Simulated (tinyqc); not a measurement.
# Worked calculation: a square-lattice strip 2 sites wide, recursive Green functions

Computed by the program tinyqc: `OMP_NUM_THREADS=1 python tinyqc.py 2660033 2660034 out.jsonl`, one thread of a shared Intel Xeon 2.30GHz, about 0.01 s for the whole run. Printed values are rounded.

The device has N = 3 slices of 2 site(s), nearest-neighbour hopping -t, and site energies U; the leads are semi-infinite continuations with site energy 0. V = <i+1|H|i> = -t 1.

Values chosen for this exercise:
- t = 1 eV (hopping (matrix element -t))
- U = [0.08, 0.03, 0.02, 0.13, -0.02, 0.15] eV (site energies, slice by slice (2 a slice))
- E = 0.27 eV (energy)

## Self-energy of the leads

Transverse modes n = 1..2: chi_n(j) = sqrt(2/3) sin(pi n j/3), energy e_n = -2 t cos(pi n/3). Sigma = t^2 sum_n chi_n chi_n^T g(E - e_n), g(x) = (x - i sqrt(4 t^2 - x^2))/(2 t^2) for |x| < 2 t and (x - sign(x) sqrt(x^2 - 4 t^2))/(2 t^2) otherwise; Gamma = i (Sigma - Sigma^dagger); both leads give the same.

Sigma (eV):
```
	1	2
1	0.135000-0.851760i	0.500000+0.079248i
2	0.500000+0.079248i	0.135000-0.851760i
```

Gamma (eV):
```
	1	2
1	1.70352	-0.15850
2	-0.15850	1.70352
```

open modes = 2

## Slice 1

Forward pass: g_1 = (E - H_1 - Sigma)^(-1), g_i = (E - H_i - V g_(i-1) V^dagger)^(-1), with Sigma also subtracted on the last slice; G_(i,1) = g_i V G_(i-1,1), starting from g_1. H_i is the block of slice i: its site energies on the diagonal and -t between neighbouring rows.

g_1 (1/eV):
```
	1	2
1	0.084560-0.865165i	0.511764+0.032231i
2	0.511764+0.032231i	0.133984-0.854109i
```

## Slice 2

As before.

g_2 (1/eV):
```
	1	2
1	0.148696-0.848616i	0.490310+0.056430i
2	0.490310+0.056430i	-0.007497-0.888457i
```

G_(2,1) (1/eV):
```
	1	2
1	0.472516+0.155724i	-0.217340+0.840716i
2	-0.115081+0.874349i	0.510739+0.067954i
```

## Slice 3

As before.

g_3 (1/eV):
```
	1	2
1	0.002721-0.591758i	0.003308-0.046136i
2	0.003308-0.046136i	-0.001978-0.578211i
```

G_(3,1) (1/eV):
```
	1	2
1	-0.133395+0.270989i	-0.501734-0.107561i
2	-0.514534-0.043527i	-0.076350+0.282641i
```

## Transmission and its channels

T(E) = Tr[Gamma G_(N,1) Gamma G_(N,1)^dagger]. The non-zero eigenvalues T_n of the matrix under the trace are the channel transmissions; Fano factor sum T_n (1 - T_n)/sum T_n.

T(E) = 1.99901
T_n: 0.999966  0.999045
Fano factor = 4.94445e-4

With 2 open mode(s) in the leads T(E) cannot exceed 2. Inverting the whole matrix gives the same value.
